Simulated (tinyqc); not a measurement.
# Pillar capacitor in an array: capacitance, non-linearity, leakage and relaxation: what changes with what

A film between two metal electrodes, each interface adding a series capacitance ci. The small-signal permittivity is ek (1 + aq E^2); the field is found with the linear permittivity. Leakage J = J0 sinh(E/Ef). After a voltage step the film passes a relaxation current kr C V tt^(-nr), tt being the time in seconds. The sidewall is a coaxial capacitor with radii a = dm/2 and b = dm/2 + t, depth AR dm; the end face is left out.

Values chosen for this exercise; permittivity of the order of that of silicon nitride: relative permittivity of the film ek = 6.62; film thickness t = 26 nm; capacitance of each electrode interface (dead layer and screening) ci = 1000 uF/cm^2; quadratic field coefficient of the permittivity aq = 0.0023 cm^2/MV^2; bias V = 1.3 V; exponent of the relaxation current nr = 0.994; strength of the relaxation kr = 0.0065; leakage prefactor J0 = 8.5e-11 A/cm^2; field for an e-fold rise of the leakage Ef = 0.48 MV/cm; aspect ratio, depth over diameter AR = 30; pitch of the square array pt = 510 nm; resistivity of the inner electrode rho = 1400 uohm cm; duration of the write pulse t0 = 1e-7 s.

Constants: eps0 = 8.8541878128e-14 F/cm where lengths are in cm. Results are converted to the units shown.

Each table varies one quantity; the others keep the values above.

## Capacitance, non-linearity and leakage against thickness

Planar film: Cf = eps0 ek/t, 1/C = 1/Cf + 2/ci, EOT = 3.9 eps0/C, effective permittivity C t/eps0, E = (V/t) C/Cf; quadratic coefficient [C(V)/C - 1]/V^2 with Cf (1 + aq E^2) in C(V).

Capacitance, non-linearity and leakage against thickness:

| t (nm) | C (uF/cm^2) | EOT (nm) | effective permittivity | E (MV/cm) | quadratic coefficient (ppm/V^2) | J (A/cm^2) |
|---|---|---|---|---|---|---|
| 2.5 | 2.3336 | 1.4797 | 6.5891 | 5.1757 | 36277 | 2.0478e-6 |
| 3.7 | 1.5792 | 2.1867 | 6.5991 | 3.5024 | 16640 | 6.2706e-8 |
| 5.5 | 1.0635 | 3.2471 | 6.6059 | 2.3586 | 7554.7 | 5.7861e-9 |
| 8.2 | 0.71379 | 4.8377 | 6.6105 | 1.5831 | 3405.9 | 1.1486e-9 |
| 12 | 0.48798 | 7.0764 | 6.6135 | 1.0823 | 1592.5 | 4.0069e-10 |
| 18 | 0.32543 | 10.611 | 6.6157 | 0.72175 | 708.49 | 1.8172e-10 |
| 27 | 0.21700 | 15.913 | 6.6171 | 0.48127 | 315.09 | 1.0024e-10 |
| 40 | 0.14649 | 23.572 | 6.6181 | 0.32490 | 143.62 | 6.2030e-11 |
| 60 | 0.097672 | 35.354 | 6.6187 | 0.21662 | 63.851 | 3.9676e-11 |

Read the table: what changes, and by how much?

C falls from 2.33 to 0.0977 uF/cm^2 while the effective permittivity goes from 6.59 to 6.62 (ek = 6.62). EOT is a straight line in t with slope 3.9/ek = 0.589 and intercept 0.00691 nm. The quadratic coefficient goes as t^(-1.99) between the first two rows and t^(-2.00) between the last two (-2 without interfaces), and J falls by 4.71 decades. For t = 2.5, 3.7 direct tunnelling, left out, would add to the leakage.

## Cell against the diameter of the pillar

Per length 1/c = ln(b/a)/(2 pi eps0 ek) + (1/a + 1/b)/(2 pi ci); cell capacitance c AR dm; per footprint over pt^2; fields c V/(2 pi eps0 ek r) at r = a and b; resistance of the inner electrode rho AR dm/(pi a^2); time constant R C/3 of the distributed line. The pitch is scaled as pt dm/(310 nm).

Results:

| dm (nm) | cell capacitance (fF) | per footprint (uF/cm^2) | field at a (MV/cm) | field at b (MV/cm) | R (kohm) | R C/3 (ps) |
|---|---|---|---|---|---|---|
| 90 | 2.180 | 9.942 | 0.6332 | 0.4013 | 5.942 | 4.317 |
| 120 | 3.681 | 9.445 | 0.6016 | 0.4197 | 4.456 | 5.468 |
| 160 | 6.279 | 9.062 | 0.5772 | 0.4356 | 3.342 | 6.995 |
| 220 | 11.45 | 8.741 | 0.5567 | 0.4503 | 2.431 | 9.278 |
| 390 | 34.41 | 8.359 | 0.5324 | 0.4698 | 1.371 | 15.73 |
| 520 | 60.25 | 8.233 | 0.5244 | 0.4767 | 1.028 | 20.65 |

Estimate the missing row, dm = 290 nm.

Computed row:

| dm (nm) | cell capacitance (fF) | per footprint (uF/cm^2) | field at a (MV/cm) | field at b (MV/cm) | R (kohm) | R C/3 (ps) |
|---|---|---|---|---|---|---|
| 290 | 19.42 | 8.531 | 0.5433 | 0.4607 | 1.844 | 11.94 |

With this row back in the table: As dm goes from 90 to 520, the cell capacitance rises from 2.18 to 60.3 fF, the capacitance per footprint falls from 9.94 to 8.23 uF/cm^2, the ratio of the two fields falls from 1.58 to 1.10 and R C/3 rises from 4.32 to 20.7 ps; the time constant goes as dm^(0.82) between the first two rows and dm^(0.95) between the last two.

## Charge lost after writing

Planar film: Cf = eps0 ek/t, 1/C = 1/Cf + 2/ci, EOT = 3.9 eps0/C, effective permittivity C t/eps0, E = (V/t) C/Cf. A capacitor written for t0 and then left open loses, as a share of C V, kr (tt^(1 - nr) - t0^(1 - nr))/(1 - nr) by relaxation and J tt/(C V) by leakage; both are taken as small, and rows far outside that range are left out.

The same in every row: leakage current (nA/cm^2) = 0.10538.

Results:

| tt (s) | relaxation current (nA/cm^2) | loss by relaxation (%) | loss by leakage (%) | total loss (%) |
|---|---|---|---|---|
| 1e-6 | 1.7526e6 | 1.3681 | 3.5974e-8 | 1.3681 |
| 1e-5 | 1.7770e5 | 2.7553 | 3.5974e-7 | 2.7553 |
| 0.001 | 1826.8 | 5.5878 | 3.5974e-5 | 5.5879 |
| 0.01 | 185.22 | 7.0337 | 3.5974e-4 | 7.0341 |
| 0.1 | 18.780 | 8.4997 | 0.0035974 | 8.5033 |
| 1 | 1.9041 | 9.9861 | 0.035974 | 10.022 |
| 10 | 0.19306 | 11.493 | 0.35974 | 11.853 |
| 100 | 0.019575 | 13.021 | 3.5974 | 16.619 |

Estimate the missing row, tt = 0.0001 s.

Computed row:

| tt (s) | relaxation current (nA/cm^2) | loss by relaxation (%) | loss by leakage (%) | total loss (%) |
|---|---|---|---|---|
| 0.0001 | 18017 | 4.1618 | 3.5974e-6 | 4.1618 |

With this row back in the table: The two currents are equal at tt = 18.4 s. The loss by relaxation grows from 1.37 to 13.0 %, by 1.39 points over the first decade and 1.53 over the last, while the loss by leakage grows tenfold a decade. Relaxation is the larger loss in every row. For tt = 100 the falling voltage would already cut the leakage, so the linear estimate overstates the loss.

Computed by the program tinyqc: `OMP_NUM_THREADS=1 python tinyqc.py 2102044 2102045 out.jsonl`, one thread of a shared Intel Xeon 2.30GHz, about 0.01 s for the whole run.
